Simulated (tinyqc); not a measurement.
Five-frequency model of solute diffusion by vacancies in an fcc metal. From ratio D2/D0 back to binding energy E_b (positive for attraction). Computed by tinyqc, a small Python program. Command: `OMP_NUM_THREADS=1 python tinyqc.py 3003504 3003505 out.jsonl fivefreq inv`. One thread of a shared host (Intel(R) Xeon(R) Processor @ 2.30GHz), about 0.01 s of CPU time with the checks.

A vacancy next to the solute exchanges with it (w2), jumps to one of 4 sites that also neighbour the solute (w1) or to one of 7 that do not (w3); w4 is the reverse of w3 and w0 the host jump.

Inputs (values chosen for the exercise, for a model solute in a host close to silver):
```
quantity                                 value      unit
barrier E0 (host jump)                   0.632        eV
barrier E1 (vacancy circles the solute)  0.803        eV
barrier E2 (exchange)                    0.728        eV
barrier E3 (dissociation)                0.759        eV
vacancy formation energy E_f              1.14        eV
formation entropy S_f                      2.2       k_B
attempt frequency nu                       8.1       THz
lattice constant a                        4.09  angstrom
temperature T                              717         K
```

Constants: k_B = 8.617333262e-05 eV/K.

Method:
- w_i = nu exp(-E_i/(k_B T)); detailed balance gives E4 = E3 - E_b.
- Manning: with y = w4/w0, 7F = 7 - (10 y^4 + 180.5 y^3 + 927 y^2 + 1341 y)/(2 y^4 + 40.2 y^3 + 254 y^2 + 597 y + 436); f2 = (2 w1 + 7F w3)/(2 w2 + 2 w1 + 7F w3).
- The mean cosine between successive solute jumps follows from f2 = (1 + c)/(1 - c).
- c_v = exp(S_f - E_f/(k_B T)); host D0 = a^2 c_v w0 x 0.7815; solute D2 = a^2 c_v exp(E_b/(k_B T)) w2 f2; 1 angstrom^2 = 1e-16 cm^2.

Question. A run gave the result below. Find the binding energy E_b (positive for attraction), known to lie between 0.17 and 0.38 eV.

ratio D2/D0 = 8.165684

Answer.

Each step takes the trial c = (a f_b - b f_a)/(f_b - f_a), f being the result less the target and a, b, c the logarithms of the listed values; c replaces end b, the old b replaces a if the sign of f changed, and otherwise f_a is halved.

Scan of the range:
```
binding energy E_b (positive for attraction) (eV)  ratio D2/D0
0.170                                                   2.6136
0.194                                                   3.7224
0.222                                                   5.6123
0.254                                                   8.9890
0.291                                                  15.6218
0.332                                                  29.2185
0.380                                                  61.8532
```

False position (Illinois rule, in the logarithm of the input) inside the bracket:
```
step     end a     end b     trial  ratio D2/D0
1     0.222000  0.254000  0.245796      7.96289
2     0.254000  0.245796  0.247396      8.15313
3     0.254000  0.247396  0.247589      8.17638
4     0.247396  0.247589  0.247500      8.16567
5     0.247589  0.247500  0.247500      8.16568
6     0.247589  0.247500  0.247500      8.16568
7     0.247500  0.247500  0.247500      8.16568
```

Ratio D2/D0 rises at every point of a 13-point scan of the range (every second point is shown), so one value fits; it is bracketed by 0.222 and 0.254. Answer: binding energy E_b (positive for attraction) = 0.2475 eV.
